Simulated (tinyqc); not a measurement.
CMOS latch-up, two-transistor model: effect of the well resistance shunting the pnp.

A parasitic pnp (emitter at Vdd, base shunted by Rw) and npn (emitter at ground, base shunted by Rs) feed each other: the npn collector current flows out of the pnp base node, the pnp collector current into the npn base node. Forward-active transistors with constant gains: Icn = Isn exp(Vn/Vt), Icp = Isp (exp(Vp/Vt) - 1). A current Ii is injected into the npn base node.

Node equations: Vp/Rw + Icp/bp = Icn and Vn/Rs + Icn/bn = Icp + Ii. Loop gain G = gn gp/[(1/Rw + gp/bp)(1/Rs + gn/bn)], gn = Icn/Vt, gp = (Icp + Isp)/Vt; the off state ends where G = 1, and Ii there is the trigger current. On state with both base-emitter voltages at Von: npn base current Ib = (Von/Rs + bp Von/Rw)/(bn bp - 1), holding current Ih = (bn + 1) Ib + Von/Rs, holding voltage Vh = Vsat + Von + R2 (Ib + Von/Rs).

Parameters, values chosen for the exercise; values close to those of bulk CMOS: temperature T = 325 K; current gain of the npn bn = 11; current gain of the pnp bp = 2.6; saturation current of the npn at T Isn = 3.1e-14 A; saturation current of the pnp at T Isp = 2.2e-13 A; substrate resistance shunting the npn Rs = 88 ohm; resistance from the pnp collector to the npn base R2 = 400 ohm; base-emitter voltage in the on state Von = 0.73 V; saturation voltage Vsat = 0.17 V; supply voltage Vdd = 3.3 V.

Constants: q = 1.602176634e-19 C, kB = 1.380649e-23 J/K, Vt = kB T/q. Results are converted to the units shown.

Result of one run:

| Vn at trigger (V) | trigger current (mA) | Ih (mA) | Vh (V) |
|---|---|---|---|
| 0.6986 | 8.100 | 15.20 | 4.448 |

Which well resistance shunting the pnp Rw gave this result: 67, 130, 250, 480 or 1800 ohm?

Rw = 250 ohm.

The whole series:

| Rw (ohm) | Vn at trigger (V) | trigger current (mA) | Ih (mA) | Vh (V) |
|---|---|---|---|---|
| 67 | 0.7363 | 9.048 | 24.22 | 4.749 |
| 130 | 0.7172 | 8.485 | 18.25 | 4.550 |
| 250 | 0.6986 | 8.100 | 15.20 | 4.448 |
| 480 | 0.6802 | 7.803 | 13.62 | 4.396 |
| 930 | 0.6619 | 7.548 | 12.79 | 4.368 |
| 1800 | 0.6443 | 7.318 | 12.36 | 4.354 |
| 3500 | 0.6291 | 7.109 | 12.14 | 4.346 |
| 6700 | 0.6221 | 6.944 | 12.03 | 4.343 |

As Rw goes from 67 to 6700 ohm, the trigger current falls from 9.05 to 6.94 mA, Ih falls from 24.2 to 12.0 mA and Vh falls from 4.75 to 4.34 V. Vh exceeds the supply Vdd = 3.3 V, which then cannot sustain a latched state, in 8 of the 8 rows. For Rw = 67 Vn at the trigger exceeds the fixed Von of the on-state formulas, so Ih and Vh are too low there.

Program tinyqc, `OMP_NUM_THREADS=1 python tinyqc.py 2670114 2670115 out.jsonl`; Intel Xeon 2.30GHz, shared host, one thread, about 0.06 s.
